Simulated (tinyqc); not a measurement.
Worked calculation: deformation-potential model of the X valleys of a conduction band. Values are carried at full precision from step to step, so a last printed digit may differ when a step is redone from the rounded ones.

s11 = (C11 + C12)/((C11 - C12)(C11 + 2 C12)), s12 = -C12/((C11 - C12)(C11 + 2 C12)), s44 = 1/C44; exx = s11 sxx + s12 (syy + szz) and cyclic, exy = s44 sxy/2; tension is positive. A uniaxial stress X along the unit vector n is s_ij = X n_i n_j. Biaxial (001) means sxx = syy = X.

Constants: kB = 8.617333262e-05 eV/K; hbar^2/2m0 = 3.80998211 eV angstrom^2.

Parameters, chosen for this exercise (near those of AlAs; shifted at random, so the results belong to these values and not to a real crystal):
- C11 = 125.8 GPa
- C12 = 52.8 GPa
- C44 = 54.9 GPa
- load = biaxial (001) (kind of stress)
- X = 1.81 GPa (stress)
- Xd = 0.94 eV (dilation potential)
- Xu = 5.84 eV (uniaxial potential)
- T = 300 K (temperature)
- ml = 1.131 m0 (longitudinal mass)
- mt = 0.206 m0 (transverse mass)

## Strain from a biaxial (001) stress

Form the compliances and the strain.

s11, s12, s44 (1/TPa): [10.5729, -3.1257, 18.2149]

strain tensor, rows x, y, z and columns alike:
$$\begin{pmatrix}
0.013479 & 0.000000 & 0.000000 \\
0.000000 & 0.013479 & 0.000000 \\
0.000000 & 0.000000 & -0.011315
\end{pmatrix}$$

## Valley shifts

Valleys with axes along x, y and z, one whole valley each. Herring-Vogt shift of a valley with unit axis a: dE = Xd tr(e) + Xu a.e.a. Non-degenerate shares n_i = exp(-dE_i/kT)/sum_j exp(-dE_j/kT). Inverse mass tensor of a valley: (1 - a a)/mt + a a/ml; the masses are taken as independent of strain.

Apply the Herring-Vogt formula to each valley.

Xd tr(e) = 14.71 meV

a.e.a: x 0.013479, y 0.013479, z -0.011315

shifts dE (meV): x 93.43, y 93.43, z -51.37

The lowest valley is z, 144.8 meV below the highest; the mean shift over all valleys is (Xd + Xu/3) tr(e) = 45.16 meV.

## Shares of the electrons

Boltzmann factors of the shifts.

kT = 25.852 meV

shares: x 0.0037, y 0.0037, z 0.9927

effective number of valley axes, 1/(largest share) = 1.007

## Conductivity mass tensor

With one scattering time for all valleys the conductivity goes as M = sum_i n_i (inverse mass tensor of valley i); along the unit vector u, 1/m_c = u.M.u. Without stress 1/m_c = (1/ml + 2/mt)/3. Take u along [1-10].

M (1/m0), rows x, y, z and columns alike:
$$\begin{pmatrix}
4.840 & 0.000 & 0.000 \\
0.000 & 4.840 & 0.000 \\
0.000 & 0.000 & 0.913
\end{pmatrix}$$

m_c along [1-10] = 0.2066 m0
m_c without stress = 0.2832 m0

The repopulation alone changes the mobility along [1-10] by +37.1 %; with all electrons in the valleys lightest or heaviest along this direction it would change by +37 or -19 %.

## Effective density of states

Each of the 3 whole valleys has m_d = (ml mt^2)^(1/3) and N = 2 (m_d kT/(4 pi c))^(3/2), c = hbar^2/2m0. Counted from the lowest edge, Nc = N x sum_i exp(-(dE_i - dE_min)/kT). 1 angstrom^-3 = 1e24 cm^-3.

m_d = 0.3634 m0
N of one valley = 5.498e+18 cm^-3
Nc under stress = 5.538e+18 cm^-3
Nc without stress = 1.649e+19 cm^-3

## Piezoresistance from repopulation

For small stress d(rho)/rho = pi X. For valleys on the cube axes pi11 = -(2/3) Xu (s11 - s12)/kT x (K - 1)/(2K + 1), pi12 = -pi11/2, pi44 = 0, K = ml/mt. For stress along [110]: pi_l = (pi11 + pi12 + pi44)/2 with the current along it and pi_t = (pi11 + pi12 - pi44)/2 with the current along [1-10]. 1/GPa = 100 x 1e-11/Pa.

K = 5.490

pi11, pi12, pi44 (1e-11/Pa): [-77.3, 38.7, 0.0]

pi_l, pi_t for [110] (1e-11/Pa): [-19.3, -19.3]

Only the transfer between valleys is counted; changes of mass and of intervalley scattering add to it in a real crystal.

## Checks

- Conductivity mass at zero stress against 3/(1/ml + 2/mt): both 0.2832083.
- Piezoresistance coefficients by finite differences against the closed form: largest difference 1.0e-08.

Program tinyqc; command `OMP_NUM_THREADS=1 python tinyqc.py 1050147 1050148 out.jsonl`; about 0.02 s on one thread of a shared Intel(R) Xeon(R) Processor @ 2.30GHz.
